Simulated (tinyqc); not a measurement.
Thermal, flicker and telegraph noise of a field-effect transistor: one step, computed by the program tinyqc.

Strong inversion, threshold roll-off and channel-length modulation left out; noise sources are uncorrelated and are given as one-sided spectral densities.

Problem. Operating point. C_ox = 3.9 eps_0/t; V_c = 2 v_s L/mu; I = W C_ox v_s V_ov^2/(V_ov + V_c); g_m = W C_ox v_s V_ov (V_ov + 2 V_c)/(V_ov + V_c)^2; g_d0 = mu C_ox (W/L) V_ov.

Inputs (values chosen for the exercise, modelled on a high-k silicon transistor): width W = 13 micrometre; length L = 670 nm; electrical oxide thickness t = 5.2 nm; mobility mu = 120 cm^2/(V s); saturation velocity v_s = 0.95 1e7 cm/s; overdrive V_ov = 0.69 V.

Operating region: saturation. Flicker model: number with correlated mobility.

Constants: eps_0 = 8.8541878128e-12 F/m.

Give: C_ox; drain current I; g_m; g_d0.

Solution.

C_ox = 0.6641 microfarad/cm^2

drain current I = 345.6 microampere

g_m = 971.1 microsiemens

g_d0 = 1067 microsiemens
